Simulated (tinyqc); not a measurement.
Inside a calculation. Method: CIS and TDHF on RHF in the sto-3g basis, for H3+, spin multiplicity 1. One step of it, computed by the program tinyqc.

Problem. CIS matrix, triplets. A(ia,jb) = (e_a - e_i) d_ij d_ab - (ij|ab).

orbital energies (hartree): MO1 -1.006528, MO2 -0.123518, MO3 -0.123293

Two-electron integrals over orbitals (pq|rs), unique and non-zero (hartree):
```
(11|11) 0.545630    (21|11) -0.000038   (21|21) 0.146066    (22|11) 0.534377
(22|21) 0.102480    (22|22) 0.625284    (31|31) 0.146070    (32|31) -0.102461
(32|32) 0.080520    (33|11) 0.534423    (33|21) -0.102493   (33|22) 0.464162
(33|33) 0.625299
```

Give: CIS matrix A, triplet.

Solution.

CIS matrix A, triplet (hartree), order 1>2, 1>3:
$$\begin{pmatrix}
0.3486 & 0.0000 \\
0.0000 & 0.3488
\end{pmatrix}$$
